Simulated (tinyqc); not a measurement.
Dielectric confinement in a thin film (image charges), step by step. Values are carried at full precision from step to step, so a last printed digit may differ when a step is redone from the rounded ones.

A film |z| < t/2 of dielectric constant eps between half-spaces of dielectric constant e2; lam = (eps - e2)/(eps + e2), q = e^2/(4 pi eps0). The self-energy of a band edge is taken with the high-frequency value, e2 = eh, and the field of a fixed ion with the static one, e2 = eo. A charge at z has images lam^|n| at n t + (-1)^n z. Its self-energy is S(z) = (q/2 eps) sum over n >= 1 of lam^n [1/(n t - 2z) + 1/(n t + 2z)] for odd n and 2 lam^n/(n t) for even n; at the centre S(0) = -(q/(eps t)) ln(1 - lam).

Constants: e^2/(4 pi eps0) = 14.39964547 eV angstrom; hbar^2/2m0 = 3.80998211 eV angstrom^2; Ry = 13.60569312 eV.

Parameters, chosen for this exercise (near those of a Si (100) film, two-fold valleys, between layers of SiO2; the results hold for these values, not for the real material): t = 28 angstrom (film thickness); eps = 11.9 (dielectric constant of the film); eh = 2.1 (high-frequency dielectric constant outside); mz = 0.885 m0 (mass across the film); eo = 3.9 (static dielectric constant outside); m = 0.195 m0 (mass in the plane).

## Images for a charge at the centre

Give lam, the first five terms (q/eps) lam^n/(n t), their sum and the closed form.

lam = 0.7000

terms (meV): [30.25, 10.59, 4.94, 2.59, 1.45]

sum of five = 49.83 meV
S(0) = 52.03 meV

The surroundings screen less than the film, so the images repel and each band edge moves outwards: the gap changes by about 2 S = +104 meV. The static value 3.9 would give S(0) = +30.5 meV.

## Self-energy across the film

S at 2z/t = 0, 0.2, 0.4, 0.6, 0.8 and 0.9, summed to n = 399.

Self-energy:
```
2z/t  z (angstrom)  S (meV)
0.0            0.0    52.03
0.2            2.8    53.32
0.4            5.6    57.89
0.6            8.4    69.28
0.8           11.2   106.24
0.9           12.6   181.55
```

Towards the wall S diverges as (q lam/4 eps)/(distance), an artefact of the abrupt interface that the vanishing envelope makes harmless.

## Shift of the subband edge

First order: <S> over the envelope (2/t) cos^2(pi z/t), beside the confinement energy c (pi/t)^2/mz, c = hbar^2/2m0.

<S> = 58.73 meV
confinement energy = 54.20 meV

|<S>| is 1.08 times the confinement energy; the first goes as 1/t and the second as 1/t^2, so they are equal at t = 26 angstrom.

## Binding of a donor

Donor at the centre, lam from the static eo, trial function cos(pi z/t) exp(-rho/l): E(l) = c/(m l^2) - (q/eps) times the integral over k of F(k t) (1 + (k l/2)^2)^(-3/2), with F(x) = F0 + 2 lam exp(-x) G/(1 - lam exp(-x)), F0 = 2[(1 - exp(-x/2))/x + x (1 + exp(-x/2))/(x^2 + 4 pi^2)], G = 2 sinh(x/2)[1/x - x/(x^2 + 4 pi^2)]; c = hbar^2/2m0. The binding energy is -E at the minimum, counted from the subband edge with its self-energy.

Minimise over l with and without images (lam = 0); Ry* = Ry m/eps^2.

Donor:
```
case         l (angstrom)  binding (meV)  in Ry*
no images            25.0           45.3    2.42
with images          22.1           96.1    5.13
```

Ry* = 18.74 meV

The images change the binding by +50.8 meV, against -2 (q/(eps t)) ln(1 - lam) = +61.0 meV for an orbit much smaller than t. At 300 K the binding is 3.7 kB T, which hinders ionisation.

## Checks

- S(0) from the series against the closed form, meV: both 52.03.
- F(2.3) for lam = 0.7000 from a direct sum over images against the closed form: both 0.8940.

tinyqc: `OMP_NUM_THREADS=1 python tinyqc.py 1251125 1251126 out.jsonl`; about 0.06 s, one thread, shared Intel(R) Xeon(R) Processor @ 2.30GHz.
